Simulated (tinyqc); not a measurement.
Quasiparticle equation with a plasmon-pole self-energy for two band edges: sweeps and comparisons. A value that a table varies takes the place of the one given here.

For each edge E = e + X + Sc(E), with the correlation part Sc(E) = A[0]/(E - a + w) + A[1]/(E - b - w); a and b are the valence and conduction energies that enter the Green function (a = ev, b = ec in the one-shot scheme). Z = 1/(1 - dSc/dE), dSc/dE = -A[0]/(E - a + w)^2 - A[1]/(E - b - w)^2.

Inputs chosen for the exercise (scales of the order of those of HfO2; the results hold for these values, not for the real material): ev = 0 eV (mean-field valence top); ec = 3.92 eV (mean-field conduction edge); w = 13.5 eV (pole energy); Av = (30.4, 12) eV^2 (weights of the valence state on the hole and electron poles); Ac = (12.4, 29.9) eV^2 (the same for the conduction state); Xv = -3 eV (exchange minus the mean-field potential, valence); Xc = 2.15 eV (the same, conduction).

## Schemes compared

Z = 1; linearised; exact one-shot; energies updated in G (a, b); updated in G and W, where w grows by half of the opening of the gap (a rule chosen for the exercise).

Results (eV):
```
scheme               Ev     Ec    gap  opening
mean field        0.000  3.920  3.920    0.000
Z = 1            -1.437  4.567  6.004    2.084
linearised       -1.191  4.457  5.648    1.728
one-shot, exact  -1.178  4.455  5.633    1.713
update G         -1.368  4.496  5.863    1.943
update G and W   -1.497  4.620  6.117    2.197
```

The openings run from 1.713 (one-shot, exact) to 2.197 eV (update G and W). Linearising moves the gap by 16 meV, updating G +231 meV and updating W a further +254 meV: once Z is kept, the level of self-consistency matters more than linearising.

## The starting point

The mean-field gap is opened by d (ev lowered by d/2, ec raised by d/2) and X is changed by the opposite amounts, so that e + X stays; one-shot and G-updated gaps.

Gaps (eV):
```
d    start  one-shot  update G
0.0  3.920    5.6326    5.8634
0.2  4.120    5.6573    5.8634
0.4  4.320    5.6817    5.8634
0.6  4.520    5.7059    5.8634
0.9  4.820    5.7416    5.8634
1.2  5.120    5.7767    5.8634
1.6  5.520    5.8225    5.8634
```

The one-shot gap moves by a fraction 0.12 of any change of the starting gap, while the updated gap, 5.8634 eV, does not depend on it. The two agree where the start already equals the result, near d = 1.94 eV. A real change of starting point alters the orbitals and the screening too; this model holds both fixed.

## What each parameter does

Exact one-shot edges and Z of the valence state there. Each row changes one parameter from the base and keeps the others.

Results:
```
case                    Ev (eV)  Ec (eV)  gap (eV)       Z
base                    -1.1781   4.4545    5.6326  0.8098
w = 14.18 eV            -1.2657   4.5295    5.7951  0.8235
Xv = -3.1 eV            -1.2590   4.4545    5.7135  0.8082
Xc = 2.25 eV            -1.1781   4.5367    5.7147  0.8098
ec = 4.02 eV            -1.1753   4.5514    5.7267  0.8101
Av = (31.92, 12) eV^2   -1.0789   4.4545    5.5334  0.8052
Ac = (12.4, 31.4) eV^2  -1.1781   4.3600    5.5381  0.8098
```

The largest shifts from the base row, up to three for each result and ties (the steps differ in size, so this ranks the rows, not the parameters). Ev (eV): Av +0.0992, w -0.0876, Xv -0.0809; unchanged at the printed digits by Xc and Ac. Ec (eV): ec +0.0969, Ac -0.0945, Xc +0.0821; unchanged at the printed digits by Xv and Av. gap (eV): w +0.1625, Av -0.0992, Ac -0.0945. Z: w +0.0138, Av -0.0046, Xv -0.0015; unchanged at the printed digits by Xc and Ac.

Program tinyqc; command `OMP_NUM_THREADS=1 python tinyqc.py 1880395 1880396 out.jsonl`; about 0.02 s on one thread of a shared Intel(R) Xeon(R) Processor @ 2.30GHz.
